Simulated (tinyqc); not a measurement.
# Inputs raised by 5 %, one at a time

Model: polytypes and stacking faults of a tetrahedral semiconductor in an axial Ising model with couplings up to third neighbours. Computed by tinyqc, a small Python program. Command: `OMP_NUM_THREADS=1 python tinyqc.py 3024227 3024228 out.jsonl polytype sens`. One thread of a shared host (Intel(R) Xeon(R) Processor @ 2.30GHz), about 0.02 s of CPU time with the checks.

Each double layer has s = +1 or -1 for the sense of its stacking step; E per pair of atoms = E0 - sum_n J_n <s_i s_(i+n)>, n = 1, 2, 3. Hexagonality h = (1 - <s_i s_(i+1)>)/2.

Inputs (values chosen for the exercise, of the order of those of ZnS for J, a, G and the gaps):

| quantity | value | unit |
|---|---|---|
| J1 | 2.1 | meV/pair |
| J2 | -0.0853 | meV/pair |
| J3 | 0.05 | meV/pair |
| basal lattice constant a | 3.82 | angstrom |
| shear modulus G | 32 | GPa |
| Poisson ratio nu | 0.23 | - |
| binding energy of the fault level E_b | 0.06 | eV |
| in-plane mass m | 0.27 | m0 |
| effective density of states N_c at 300 K | 1.8e+19 | 1/cm^3 |
| electron density n | 1.3e+18 | 1/cm^3 |
| temperature T | 1350 | K |

Host polytype: 3C.

fault coefficients k_n:
```
               J1  J2  J3
intrinsic       4   4   4
extrinsic       4   8   8
twin boundary   2   4   6
```

Constants: 1 eV/angstrom^2 = 16.02176634 J/m^2; m_0 = 9.1093837015e-31 kg; hbar = 1.054571817e-34 J s; k_B = 1.380649e-23 J/K; k_B = 8.617333262e-05 eV/K.

Method:
- Faults in 3C: the sequences intrinsic (-), extrinsic (--), twin boundary (+ turns to -) are put between perfect repeats; k_n = (layers x C_n of the host) - sum_i s_i s_(i+n). gamma = sum k_n J_n/A, A = (sqrt 3/2) a^2; 1 meV/angstrom^2 = 16.02177 mJ/m^2.
- Screw line, bounded by the intrinsic fault of energy gamma: b = a, partials b_p = a/sqrt 3; d = G b_p^2 (2 - 3 nu)/(8 pi gamma (1 - nu)). One partial is driven off by the shear stress gamma/b_p along its Burgers vector.
- The fault binds electrons in a two-dimensional band E_b below the conduction edge, g2 = m m0/(pi hbar^2) for one valley. With the Fermi level held by the bulk, eta = ln[n/N_c(T)], N_c(T) = N_c (T/300)^1.5, the grand potential falls by g2 (k_B T)^2 F1(x), x = eta + E_b/(k_B T), F1(x) = integral from 0 to infinity of ln(1 + exp(x - t)) dt; sheet density g2 k_B T ln(1 + e^x). Band bending by the trapped charge is left out, so the gain is an upper bound.
- Net fault energy = gamma of the intrinsic fault less the electronic gain.

Runs:

| input moved | from | to | energy of the glide fault, intrinsic (mJ/m^2) | splitting width d (nm) | electronic gain (mJ/m^2) | sheet density (1/cm^2) |
|---|---|---|---|---|---|---|
| base run | - | - | 10.471 | 10.063 | 0.030893 | 1.6522e+11 |
| J1 (meV/pair) | 2.1 | 2.205 | 11.003 | 9.576 | 0.030893 | 1.6522e+11 |
| J2 (meV/pair) | -0.0853 | -0.089565 | 10.449 | 10.084 | 0.030893 | 1.6522e+11 |
| basal lattice constant a (angstrom) | 3.82 | 4.011 | 9.497 | 12.232 | 0.030893 | 1.6522e+11 |
| shear modulus G (GPa) | 32 | 33.6 | 10.471 | 10.566 | 0.030893 | 1.6522e+11 |
| binding energy of the fault level E_b (eV) | 0.06 | 0.063 | 10.471 | 10.063 | 0.031697 | 1.6951e+11 |
| in-plane mass m (m0) | 0.27 | 0.2835 | 10.471 | 10.063 | 0.032437 | 1.7348e+11 |
| electron density n (1/cm^3) | 1.3e+18 | 1.365e+18 | 10.471 | 10.063 | 0.032432 | 1.7343e+11 |

Exponents ln(y'/y) / ln(x'/x):

| input | energy of the glide fault, intrinsic | splitting width d | electronic gain | sheet density |
|---|---|---|---|---|
| J1 | 1.017 | -1.017 | 0.000 | 0.000 |
| J2 | -0.042 | 0.042 | 0.000 | 0.000 |
| basal lattice constant a | -2.000 | 4.000 | 0.000 | 0.000 |
| shear modulus G | 0.000 | 1.000 | 0.000 | 0.000 |
| binding energy of the fault level E_b | 0.000 | 0.000 | 0.527 | 0.525 |
| in-plane mass m | 0.000 | 0.000 | 1.000 | 1.000 |
| electron density n | 0.000 | 0.000 | 0.997 | 0.994 |

Among the inputs moved here: energy of the glide fault, intrinsic answers most in size to basal lattice constant a (exponent -2.000), next to J1 (+1.017); its exponent is below 0.0005 for shear modulus G, binding energy of the fault level E_b, in-plane mass m, electron density n. Its exponent -2.000 in basal lattice constant a: energy per area of the basal cell. Splitting width d answers most in size to basal lattice constant a (exponent +4.000), next to J1 (-1.017); its exponent is below 0.0005 for binding energy of the fault level E_b, in-plane mass m, electron density n. Electronic gain answers most in size to in-plane mass m (exponent +1.000), and about equally to electron density n (+0.997); its exponent is below 0.0005 for J1, J2, basal lattice constant a, shear modulus G. Its exponent +1.000 in in-plane mass m: the two-dimensional density of states. Its exponent +0.997 in electron density n: a nearly empty well. Sheet density answers most in size to in-plane mass m (exponent +1.000), and about equally to electron density n (+0.994); its exponent is below 0.0005 for J1, J2, basal lattice constant a, shear modulus G.
